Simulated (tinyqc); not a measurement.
Where a fixed hold relaxes most: thermal stress and diffusional relaxation in a metal film: Coble and Nabarro-Herring creep, cooling and holds. Computed by tinyqc, a small Python program. Command: `OMP_NUM_THREADS=1 python tinyqc.py 3012759 3012760 out.jsonl creep walk`. One thread of a shared host (Intel(R) Xeon(R) Processor @ 2.30GHz), about 0.04 s of CPU time with the checks.

A thin film on a rigid substrate is stress-free at T0. Tension is positive and the film creeps linearly: d sigma/dt = -M (mismatch) dT/dt - sigma/tau.

Inputs (values chosen for the exercise, modelled on silver films on silicon): biaxial modulus M = 122 GPa; expansion mismatch = 16.5 1e-6/K; atomic volume Omega = 17 angstrom^3; lattice prefactor D0 = 3.2e-05 m^2/s; lattice energy E = 1.89 eV; boundary prefactor (delta D_b)0 = 6.2e-15 m^3/s; boundary energy E_b = 0.93 eV; grain size d = 1.1 um; stress-free temperature T0 = 400 C; hold temperature T = 150 C; hold time t = 0.27 h; yield stress = 490 MPa.

Constants: k_B = 1.380649e-23 J/K; k_B = 8.617333262e-05 eV/K.

Method:
- Thermoelastic slope = M x mismatch; sigma_0 = slope x (T0 - T).
- Creep rate per stress: Nabarro-Herring 14 D Omega/(k_B T d^2), Coble (14 pi) delta D_b Omega/(k_B T d^3), with D = D0 exp(-E/(k_B T)), delta D_b = (delta D_b)0 exp(-E_b/(k_B T)); 1/tau = M x (sum of both)/2 (biaxial strain rate is half the uniaxial one).
- Temperatures in kelvin are T(C) + 273.15.
- For each hold temperature: sigma_0 = slope (T0 - T), relaxed stress sigma_0 (1 - exp(-t/tau)), initial rate sigma_0/tau. In confined lines the relaxed part appears as void volume.

thermoelastic slope = 2.013 MPa/K

Holds:
```
T (C)  sigma_0 (MPa)     tau (h)  relaxed (MPa)  initial rate (MPa/h)
25           754.875  2.8262e+04     7.2117e-03            2.6710e-02
65           674.355  4.4291e+02     4.1097e-01            1.5226e+00
105          593.835  1.6932e+01     9.3942e+00            3.5072e+01
145          513.315  1.2210e+00     1.0183e+02            4.2040e+02
185          432.795  1.4053e-01     3.6942e+02            3.0797e+03
225          352.275  2.3050e-02     3.5227e+02            1.5283e+04
265          271.755  4.9759e-03     2.7175e+02            5.4615e+04
305          191.235  1.3348e-03     1.9124e+02            1.4326e+05
345          110.715  4.2647e-04     1.1072e+02            2.5961e+05
385           30.195  1.5713e-04     3.0195e+01            1.9216e+05
```

What does the comparison show, and why?

The relaxed stress peaks at 185 C among these rows: colder holds have more stress but slower diffusion, hotter ones faster diffusion but less stress. The initial rate peaks about k_B T^2/E_b = 42 K below T0 when boundaries dominate; its largest row is 345 C. Caution: the elastic stress exceeds the yield stress, so dislocation glide would cap it first. Caution: dislocation glide would cap stresses above the yield stress; capping layers can block the surface and boundary paths, and threshold stresses are ignored.

Extremes, crossings and ranges named in words are read from the listed rows.
